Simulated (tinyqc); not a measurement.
Temperature and segregation coefficient: dopant redistribution at a moving silicon-oxide interface during parabolic oxidation. Computed by tinyqc, a small Python program. Command: `OMP_NUM_THREADS=1 python tinyqc.py 3023084 3023085 out.jsonl segox walk`. One thread of a shared host (Intel(R) Xeon(R) Processor @ 2.30GHz), about 0.01 s of CPU time with the checks.

Uniformly doped silicon is oxidised with x_ox = sqrt(B t); the interface advances into the silicon by alpha x_ox, alpha = 0.44. The dopant does not move in the oxide, and at the interface C(silicon) = m C(oxide).

Inputs (values chosen for the exercise, modelled on boron in silicon under dry oxygen):

| quantity | value | unit |
|---|---|---|
| dopant prefactor D0 | 1.16 | cm^2/s |
| dopant activation energy E | 3.52 | eV |
| oxidation prefactor B0 | 823 | um^2/h |
| oxidation activation energy E_B | 1.24 | eV |
| segregation coefficient m = C(silicon)/C(oxide) | 0.22 | - |

Constants: k_B = 8.617333262e-05 eV/K.

Method:
- D = D0 exp(-E/(k_B T)), converted with 1 cm^2/s = 3.6e11 um^2/h; B = B0 exp(-E_B/(k_B T)); s = alpha sqrt(B/(4 D)), the interface advance over 2 sqrt(D t).
- Temperatures in kelvin are T(C) + 273.15.
- With the dopant diffusivity D and s = alpha x_ox/(2 sqrt(D t)), in the silicon C = C_B + (C_s - C_B) erfc(y/(2 sqrt(D t)))/erfc(s), y from the original surface. Dopant balance at the interface gives C_s/C_B = 1/[1 + (1/(m alpha) - 1) g], g = sqrt(pi) s exp(s^2) erfc(s).

C_s/C_B:

| T (C) | s | this m | m = 0.2 | m = 1/alpha | m = 10 |
|---|---|---|---|---|---|
| 850 | 1.2739 | 0.11567 | 0.10535 | 1 | 2.7260 |
| 900 | 0.7711 | 0.13574 | 0.12389 | 1 | 2.1155 |
| 950 | 0.4863 | 0.16642 | 0.15236 | 1 | 1.7088 |
| 1000 | 0.3180 | 0.20837 | 0.19158 | 1 | 1.4591 |
| 1050 | 0.2147 | 0.26099 | 0.24125 | 1 | 1.3063 |
| 1100 | 0.1492 | 0.32242 | 0.29992 | 1 | 1.2107 |
| 1150 | 0.1064 | 0.38965 | 0.36499 | 1 | 1.1491 |
| 1200 | 0.0776 | 0.45912 | 0.43318 | 1 | 1.1081 |

What follows from these numbers?

s falls from 1.27 to 0.0776 as T rises, because diffusion has the larger activation energy (3.52 against 1.24 eV); the ratio for this m moves from 0.116 to 0.459, towards 1. At m = 1/alpha the oxide takes exactly what the silicon held, and nothing moves. The ratio does not depend on time, since both lengths grow as sqrt(t).
